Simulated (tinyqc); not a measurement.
A particle near a wafer in liquid: double-layer and van der Waals forces (DLVO), deposition barrier and removal: one step, computed by the program tinyqc.

Sphere and flat wall, Derjaguin approximation, constant potentials in the linear-superposition form, no retardation and no hydration force.

Problem. The curve. U(h) = Z R exp(-kappa h) - A R/(6 h); F(h) = -dU/dh = kappa Z R exp(-kappa h) - A R/(6 h^2), positive for repulsion.

Inputs (values chosen for the exercise, of the order of those for alumina on silica in water): particle radius R = 240 nm; Hamaker constant A = 1.1e-20 J; temperature T = 323 K.

kappa = 0.1296256 1/nm

Z = 5.437314 pN

Constants: k_B = 1.380649e-23 J/K.

Give: the table «Against the gap» with the columns kappa h, U (k_B T), F (pN), for h (nm) = 0.4, 0.6, 1.0, 1.5, 2.5, 4.0, 7.0, 12.0, 20.0, 40.0.

Solution.

Against the gap:

| h (nm) | kappa h | U (k_B T) | F (pN) |
|---|---|---|---|
| 0.4 | 0.052 | 31.2 | -2.589e+03 |
| 0.6 | 0.078 | 106.3 | -1.066e+03 |
| 1.0 | 0.130 | 158.4 | -2.914e+02 |
| 1.5 | 0.194 | 175.1 | -5.629e+01 |
| 2.5 | 0.324 | 172.2 | 5.193e+01 |
| 4.0 | 0.519 | 149.6 | 7.322e+01 |
| 7.0 | 0.907 | 104.0 | 5.929e+01 |
| 12.0 | 1.556 | 53.5 | 3.265e+01 |
| 20.0 | 2.593 | 17.0 | 1.156e+01 |
| 40.0 | 5.185 | -0.8 | 6.722e-01 |

Caution: in rows with kappa h below 1 linear superposition is only rough.
